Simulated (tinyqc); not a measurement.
Inside a calculation. Method: Hubbard chain of 4 sites. Computed by tinyqc, a small Python program that keeps every step. Settings: hopping = 1.63, U = 3.2, mixing = 1, iteration cap = 50. Command: `OMP_NUM_THREADS=1 python tinyqc.py 23378 23379 out.jsonl` (the two numbers bound the seeds that draw the settings). One thread of a shared host (Intel(R) Xeon(R) Processor @ 2.60GHz), about 0.2 s of CPU time with the checks. Later iterations appear only in the table of the cycle.

## Mean-field iteration 1

one-body matrix (hopping and site energies) (eV), lower triangle:
```
           1          2          3         4
1   0.000000
2  -1.630000   0.000000
3   0.000000  -1.630000   0.000000
4   0.000000   0.000000  -1.630000  0.000000
```

U = 3.200000 eV

electrons, up and down: 2  1

mixing = 1

n(up) at the start (a guess, not normalised): 1 0.500000, 2 0.500000, 3 0.500000, 4 0.500000

n(down) at the start (a guess): 1 0.250000, 2 0.250000, 3 0.250000, 4 0.250000

H(up) = T + U n(down), H(down) = T + U n(up); fill the lowest levels; n(new) = n + mixing (n(out) - n); E = tr T (rho up + rho down) + U sum n_up n_down of the output.

levels, up (eV): -1.837395  -0.207395  1.807395  3.437395

levels, down (eV): -1.037395  0.592605  2.607395  4.237395

energy = -4.682186 eV

n(up) after iteration 1: 1 0.500000, 2 0.500000, 3 0.500000, 4 0.500000

n(down) after iteration 1: 1 0.138197, 2 0.361803, 3 0.361803, 4 0.138197

## Mean-field iteration 2

As before.

levels, up (eV): -1.707914  -0.393057  1.677914  3.623057

levels, down (eV): -1.037395  0.592605  2.607395  4.237395

energy = -4.738366 eV

n(up) after iteration 2: 1 0.578487, 2 0.421513, 3 0.421513, 4 0.578487

n(down) after iteration 2: 1 0.138197, 2 0.361803, 3 0.361803, 4 0.138197

## Mean-field iteration 3

As before.

levels, up (eV): -1.707914  -0.393057  1.677914  3.623057

levels, down (eV): -1.162715  0.690234  2.732715  4.139766

energy = -4.751364 eV

n(up) after iteration 3: 1 0.578487, 2 0.421513, 3 0.421513, 4 0.578487

n(down) after iteration 3: 1 0.113153, 2 0.386847, 3 0.386847, 4 0.113153

## Convergence

Each step fills the lowest levels of T + U n(other spin) and sets n(new) = n + mixing (n(out) - n); stop when output and input agree to 1e-8.

Course of the cycle:
```
iteration       E (eV)  largest |n(out) - n(in)|  mean |n_up - n_down|
1          -4.68218620                  1.12e-01              0.250000
2          -4.73836625                  7.85e-02              0.250000
3          -4.75136446                  2.50e-02              0.250000
4          -4.75417426                  1.75e-02              0.250000
5          -4.75473064                  4.92e-03              0.250000
6          -4.75483892                  3.44e-03              0.250000
7          -4.75485959                  9.38e-04              0.250000
8          -4.75486352                  6.55e-04              0.250000
9          -4.75486426                  1.78e-04              0.250000
10         -4.75486440                  1.24e-04              0.250000
11         -4.75486443                  3.36e-05              0.250000
12         -4.75486444                  2.35e-05              0.250000
13         -4.75486444                  6.36e-06              0.250000
14         -4.75486444                  4.44e-06              0.250000
15         -4.75486444                  1.20e-06              0.250000
16         -4.75486444                  8.39e-07              0.250000
17         -4.75486444                  2.27e-07              0.250000
18         -4.75486444                  1.59e-07              0.250000
19         -4.75486444                  4.30e-08              0.250000
20         -4.75486444                  3.00e-08              0.250000
21         -4.75486444                  8.14e-09              0.250000
```

local moments n_up - n_down: 1 0.493180, 2 0.006820, 3 0.006820, 4 0.493180

Converged in 21 iterations. Before convergence this energy mixes input and output and is not variational, so it may rise towards its limit.

## Exact diagonalisation (24 states)

Lowest levels of the sector, and the double occupancy of the lowest state.

lowest levels (eV): -5.021091  -3.651376  -2.977199  -2.637395  -1.800985  -1.186900

double occupancy per site = 0.074347

The mean-field solution above lies 0.2662 eV above the exact energy.

## The lowest level by Lanczos steps

From a random start vector (not printed): a_j = <q_j|H|q_j>, b_j = norm of the remainder after orthogonalising; the Ritz value is the lowest eigenvalue of the tridiagonal matrix of a and b so far.

Lanczos:
```
j    a_j (eV)  b_j (eV)  lowest Ritz value (eV)
1   -1.443464  3.912498             -1.44346422
2    0.902367  2.682371             -4.35507717
3    1.667534  3.441198             -4.78843658
4    1.906168  3.425125             -4.94404826
5    3.096025  3.105737             -5.00055045
6    2.751282  2.721426             -5.01492679
7    0.548161  2.955501             -5.01882440
8    1.088102  2.039652             -5.02070676
9    1.897005  2.712210             -5.02102801
10   3.421012  2.272212             -5.02108356
```
